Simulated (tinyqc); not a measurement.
## Electron continuity equation in a given potential, Scharfetter-Gummel discretisation: current and errors against the applied potential

Steady state in one dimension: J = q mu n E + q D dn/dx with E = -dpsi/dx and D = mu Vt, dJ/dx = q (n/tau - G), fixed densities nL and nR at the ends. The potential is given, psi = U x/L - Ub exp(-((x/L - xb)/sb)^2), and is not changed by the electrons.

9 equal intervals. Fluxes J_i = (q D/h)(n_(i+1) P_i - n_i Q_i), d_i = (psi_(i+1) - psi_i)/Vt: Scharfetter-Gummel P = B(d), Q = B(-d), B(d) = d/(exp(d) - 1); central P = 1 - d/2, Q = 1 + d/2; upwind P = 1 + max(-d, 0), Q = 1 + max(d, 0). Balance at each inner node: J_i - J_(i-1) = q h (n_i/tau - G). The reference is Scharfetter-Gummel on 4000 intervals or more. Errors are those of J on the first interval against the reference at its midpoint; errors under 1e-6 % are printed as 0.

Inputs (values chosen for the exercise); mobility close to that of gallium arsenide at room temperature:
```
symbol,value,unit,meaning
T,293,K,temperature
mu,8050,cm^2/(V s),electron mobility
L,0.18,um,length of the region
nL,2.2e14,cm^-3,density at x = 0
nR,0,cm^-3,density at x = L
tau,2.4e-12,s,lifetime
G,2.5e26,cm^-3 s^-1,uniform generation rate
Ub,0.076,V,depth of the dip in psi (a barrier for electrons)
xb,0.6,,position of the barrier over L
sb,0.09,,width of the barrier over L
```

Constants: q = 1.602176634e-19 C, kB = 1.380649e-23 J/K, Vt = kB T/q. Results are converted to the units shown.

Current and errors against the applied potential:
```
U (V)	largest |d|	reference J (A/cm^2)	SG error (%)	central error (%)	upwind error (%)	most negative central n (cm^-3), 0 if none
0.011	2.158	67.36	-69.9	439	-424	-5.62e12
0.045	2.009	-168.7	47.6	-215	229	0
0.11	2.162	-990.0	13.1	-27.6	40.7	0
0.23	2.690	-3331	1.54	2.23	-2.02	0
0.34	3.174	-5299	0.0165	0.785	-4.22	0
0.5	3.878	-7881	-0.112	0.0414	-2.34	0
0.68	4.671	-1.073e4	-0.104	-0.162	-0.756	0
1	6.079	-1.578e4	-0.0917	-1.73	-0.258	0
```

Read the table: what changes, and by how much?

The reference current falls from 67.4 to -15800 A/cm^2. The largest errors in size are 70 % (Scharfetter-Gummel), 440 % (central) and 420 % (upwind). Central differences give negative densities for U = 0.011 V; these rows have |d| above 2, which makes negative values possible though not certain.

Range of the model: The drift velocity mu E exceeds 1e7 cm/s somewhere, where real mobilities no longer stay constant.

Computed by the program tinyqc: `OMP_NUM_THREADS=1 python tinyqc.py 2220104 2220105 out.jsonl`, one thread of a shared Intel Xeon 2.30GHz, about 0.01 s for the whole run.
